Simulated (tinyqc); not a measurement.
Strain and the order of the valence edges: six-band k.p model of the valence band of a wurtzite crystal.

At k = 0: E1 = D1c + D2c + Te + Le (pure HH); E2, E3 = Le + u +/- sqrt(u^2 + 2 D3c^2), u = (D1c - D2c + Te)/2, D1c = Dcr, D2c = D3c = Dso/3. The weight of LH in state 2 is fL = (E2 - Le)^2/((E2 - Le)^2 + 2 D3c^2). Relative strengths of transitions to the conduction band: for E perpendicular to c (TE) 1/2, fL/2, (1 - fL)/2; for E along c (TM) 0, 1 - fL, fL, with one momentum element for both directions.

Strain of a c-plane layer: exx = eyy = e_par, ezz = -2 (C13/C33) e_par; Le = D1 ezz + D2 (exx + eyy), Te = D3 ezz + D4 (exx + eyy).

Conduction edge: Ec = (top of the unstrained valence band) + Eg + (a1 + D1) ezz + (a2 + D2)(exx + eyy).
Constants: kB = 8.617333262e-05 eV/K.

Inputs chosen for the exercise (near those of GaN; the results hold for these values, not for the real material):
- Dcr = 0.0164 eV (crystal-field splitting)
- Dso = 0.0176 eV (spin-orbit splitting)
- Eg = 3.469 eV (direct gap at Gamma from the top of the unstrained valence band)
- a1 = -4.79 eV (gap potential along c)
- a2 = -11.85 eV (gap potential in the plane)
- D1 = -3.77 eV
- D2 = 4.47 eV
- D3 = 8.22 eV
- D4 = -4.3 eV
- C13 = 101 GPa
- C33 = 387 GPa
- T = 300 K (temperature)

Edges from the unstrained top. Degree of polarisation (TE - TM)/(TE + TM), each state weighted by exp(E/kT) alone (equal densities of states).

Results:
```
e_par (%)  E1 (meV)  E2 (meV)  E3 (meV)     fL  lowest transition (eV)  polarisation
-2.00          39.7      28.2    -240.7  0.999                  3.6352         0.998
-1.50          29.7      18.3    -186.2  0.998                  3.5936         0.997
-1.00          19.8       8.6    -131.8  0.996                  3.5521         0.988
-0.50           9.9      -0.9     -77.7  0.988                  3.5105         0.905
0.00            0.0      -7.2     -26.8  0.768                  3.4690         0.300
0.50           -9.9      33.5     -22.9  0.022                  3.3840        -0.720
1.00          -19.8      87.4     -32.1  0.005                  3.2787        -0.970
1.50          -29.7     141.7     -41.9  0.002                  3.1729        -0.996
2.00          -39.7     196.2     -51.7  0.001                  3.0670        -0.999
```

E1 = E2 requires Dcr + Te = 0, which here falls at e_par = 0.13 %, inside the sweep: state 1 is on top for smaller e_par and state 2 beyond. The polarisation goes from +1.00 to -1.00 and changes sign between 0.00 and 0.50 %; the lowest transition moves by -142 meV per 1 % on average.

Run: tinyqc, `OMP_NUM_THREADS=1 python tinyqc.py 1081184 1081185 out.jsonl`; Intel(R) Xeon(R) Processor @ 2.30GHz, one thread, shared host; about 0.01 s of CPU time with all checks.
